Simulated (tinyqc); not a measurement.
Hydrogenic donor in a hard-walled well (variational): sweeps and comparisons. A value that a table varies takes the place of the one given here.

Trial function cos(pi z/L) exp(-r/lam), r measured from the donor at zi, walls at +/- L/2, one eps everywhere. Counted from the lowest subband, E(lam) = c/(m lam^2) - (q/eps) I0/I1, with I0 the integral of cos^2(pi z/L) exp(-2|z - zi|/lam) over the well and I1 the same with the factor (|z - zi| + lam/2); c = hbar^2/2m0, q = e^2/(4 pi eps0). The binding energy is -E at the minimum.

Constants: hbar^2/2m0 = 3.80998211 eV angstrom^2; e^2/(4 pi eps0) = 14.39964547 eV angstrom; Ry = 13.60569312 eV.

Inputs chosen for the exercise (near those of Ge, with one mean mass; not measured data):
- m = 0.123 m0 (mass)
- eps = 16.6 (dielectric constant)
- Ls = (14, 28, 71, 118, 286, 432, 1097) angstrom (widths)
- L = 157 angstrom (well width)
- zi = 0 angstrom (position of the donor from the centre)

## Width of the well

Ry* = 6.0731 meV
a* = 71.417 angstrom

Donor at the centre and at the wall (zi = L/2).

Binding:
```
L (angstrom),L/a*,centre (meV),in Ry*,wall (meV),in Ry*,centre/wall
14,0.20,20.18,3.323,15.07,2.482,1.34
28,0.39,17.73,2.919,11.66,1.920,1.52
71,0.99,13.70,2.256,7.47,1.230,1.83
118,1.65,11.51,1.895,5.64,0.929,2.04
286,4.00,8.36,1.376,3.34,0.550,2.50
432,6.05,7.36,1.213,2.63,0.433,2.80
1097,15.36,6.32,1.040,1.76,0.290,3.59
```

At the centre the binding falls from 3.32 to 1.04 Ry*, between the limits 4 and 1. At the wall it falls from 2.48 to 0.29 Ry*, towards 1/4: the wall forces a node through the donor, as in a 2p state. With this trial function, which underbinds wall donors by about a tenth, the wall donor drops below the bulk value between 71 and 118 angstrom. The ratio grows from 1.34 to 3.59. Widths under about 15 angstrom lie outside envelope theory and serve only to show the limit.

## Position of the donor

Fixed width; zi from the centre to the wall.

Binding:
```
2 zi/L,zi (angstrom),lam (angstrom),binding (meV),in Ry*
0.0,0.0,68.7,10.37,1.707
0.2,15.7,69.7,9.98,1.643
0.4,31.4,73.9,8.86,1.460
0.6,47.1,84.8,7.29,1.200
0.8,62.8,104.3,5.81,0.956
0.9,70.7,115.3,5.23,0.862
1.0,78.5,125.7,4.78,0.786
```

Uniform doping spreads the level over 5.59 meV, from 10.37 at the centre to 4.78 at the wall, while lam grows by 83 %. The slope is flat at the centre, which gives a peak in the density of donor states there, and steepest between 2 zi/L = 0.4 and 0.6.

## What each parameter does

The minimum over lam; Ry* = Ry m/eps^2. Each row changes one parameter from the base and keeps the others.

Results:
```
case,binding (meV),lam (angstrom),binding/Ry*
base,10.37,68.7,1.707
m = 0.105 m0,9.38,78.0,1.809
eps = 18.3,8.84,74.3,1.770
L = 204 angstrom,9.42,71.9,1.551
zi = 31 angstrom,8.90,73.7,1.466
```

The largest shifts from the base row, up to three for each result and ties (the steps differ in size, so this ranks the rows, not the parameters). binding (meV): eps -1.53, zi -1.47, m -0.99. lam (angstrom): m +9.3, eps +5.6, zi +5.0. binding/Ry*: zi -0.242, L -0.156, m +0.102.

Program tinyqc; command `OMP_NUM_THREADS=1 python tinyqc.py 1282226 1282227 out.jsonl`; about 0.05 s on one thread of a shared Intel(R) Xeon(R) Processor @ 2.30GHz.
